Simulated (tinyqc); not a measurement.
Inside a calculation. Model: X-ray photoelectron analysis of a thin oxide on a semiconductor: attenuation lengths, thickness, angle series and band offsets. Computed by tinyqc, a small Python program that keeps every step. Command: `OMP_NUM_THREADS=1 python tinyqc.py 3110298 3110299 out.jsonl xps walk`. One thread of a shared host (Intel(R) Xeon(R) Processor @ 2.30GHz), about 0.01 s of CPU time with the checks. Intermediate numbers are printed to about 6 digits and carried at full precision; extremes and crossings named in words are read from the listed rows.

The same element is seen in the oxide and in the substrate, at nearly the same kinetic energy; films are flat and uniform, and the work function is ignored.

Inputs (values chosen for the exercise, modelled on SiO2 on silicon):

| quantity | value | unit |
|---|---|---|
| photon energy | 1253.6 | eV |
| binding energy of the core level | 99.4 | eV |
| oxide density | 2.14 | g/cm^3 |
| oxide formula mass | 60.08 | g/mol |
| valence electrons per oxide formula | 16 | - |
| oxide gap | 8.99 | eV |
| substrate density | 2.33 | g/cm^3 |
| substrate formula mass | 28.09 | g/mol |
| valence electrons per substrate formula | 4 | - |
| substrate gap | 1.12 | eV |
| oxide thickness d | 1.8 | nm |
| emission angle from the normal | 30 | degrees |
| attenuation length over inelastic mean free path | 0.9 | - |
| carbon overlayer | 0.7 | nm |
| counts in the two peaks together | 900000 | - |
| valence band offset used to make the data | 4.65 | eV |
| core level less valence band top, substrate | 98.97 | eV |
| core level less valence band top, thick oxide | 98.36 | eV |
| field in the oxide | 0.2 | MV/cm |

## Inelastic mean free paths

TPP-2M: lambda = E/(E_p^2 [b ln(c E) - C/E + D/E^2]) in angstrom, E_p = 28.8 sqrt(N_v rho/M), b = -0.10 + 0.944/sqrt(E_p^2 + E_g^2) + 0.069 rho^0.1, c = 0.191/sqrt(rho), U = N_v rho/M, C = 1.97 - 0.91 U, D = 53.4 - 20.8 U, with E = photon energy less binding energy in eV. Attenuation length L = factor x lambda.

kinetic energy E = 1154.2 eV

Terms:

| layer | E_p (eV) | b | c | lambda (nm) |
|---|---|---|---|---|
| oxide | 21.7417 | 0.0145784 | 0.130565 | 3.39652 |
| substrate | 16.5892 | 0.0318658 | 0.125128 | 2.67050 |

L in the oxide = 3.05686 nm

L in the substrate = 2.40345 nm

## Peak ratio

R_0 = (rho_o/M_o) L_o/((rho_s/M_s) L_s); peak ratio R = I_ox/I_sub = R_0 [exp(d/(L_o cos theta)) - 1]; hence d = L_o cos theta ln(1 + R/R_0). A carbon layer weakens both peaks alike, by exp(-d_C/(L_o cos theta)) if its L is taken equal to L_o. This R_0 leaves out intrinsic losses from the substrate peak, so calibrated values can be larger.

R_0 = 0.546160

d/(L_o cos theta) = 0.679933

ratio R = 0.531820

oxide share of the counts = 0.347182

attenuation by carbon = 0.767652

depth 3 L_o cos theta = 7.94196 nm

## Error budget of the thickness

With x = d/(L_o cos theta): d ln d/d ln R = (1 - exp(-x))/x = -d ln d/d ln R_0; counting error of R = 1/sqrt(N f (1 - f)), f the oxide share, which times the sensitivity gives that of d; an angle error adds tan(theta) d theta; d is proportional to L_o at fixed R_0. Assumed errors: 5 % in R_0, 1 degree, 5 % in L_o.

sensitivity to R = 0.725585

counting error of d = 0.160654 %

R_0 = 3.62792 %

angle = 1.00767 %

L_o = 5 %

The attenuation length is the largest of these terms.

## Angle series: uniform film or islands?

Islands: half of the surface carries 2 d and half none, R = R_0 (1/2)(1 - t)/(1/2 + t/2) with t = exp(-2 d/(L_o cos theta)); the apparent thickness is read with the uniform formula.

Against the angle:

| theta (degrees) | R, uniform | R, islands | apparent d, islands (nm) |
|---|---|---|---|
| 0 | 0.43796 | 0.288951 | 1.29811 |
| 20 | 0.47587 | 0.303516 | 1.26949 |
| 35 | 0.57459 | 0.336538 | 1.20212 |
| 45 | 0.70980 | 0.372452 | 1.12389 |
| 55 | 0.97849 | 0.421933 | 1.00364 |
| 65 | 1.65386 | 0.482749 | 0.81821 |
| 75 | 4.76736 | 0.534740 | 0.54009 |

A uniform film gives d = 1.8 nm at every angle. The island film of the same volume reads 1.30 nm at normal emission and 0.540 nm at 75 degrees; its ratio cannot pass R_0, since the bare half always shows the substrate.

## Band offsets by core levels

Valence band offset = (E_core - E_v)(substrate) - (E_core - E_v)(oxide) + (core level separation at the interface, oxide less substrate). The separation is made here from the given offset; a uniform field F that raises the binding energy towards the surface shifts the oxide peak by e F <z>, <z> = d/(1 - exp(-x)) - d/x, x = d/(L_o cos theta), being the mean distance from the interface. Conduction band offset = oxide gap - substrate gap - valence band offset.

separation without field = 4.04 eV

<z> = 1.00121 nm

separation with field = 4.06002 eV

apparent valence band offset = 4.67002 eV

true conduction band offset = 3.22 eV

apparent conduction band offset = 3.19998 eV

The field biases both offsets by 0.020 eV, in opposite directions.

Checks made by the program: thickness recovered (relative difference below 1e-10).
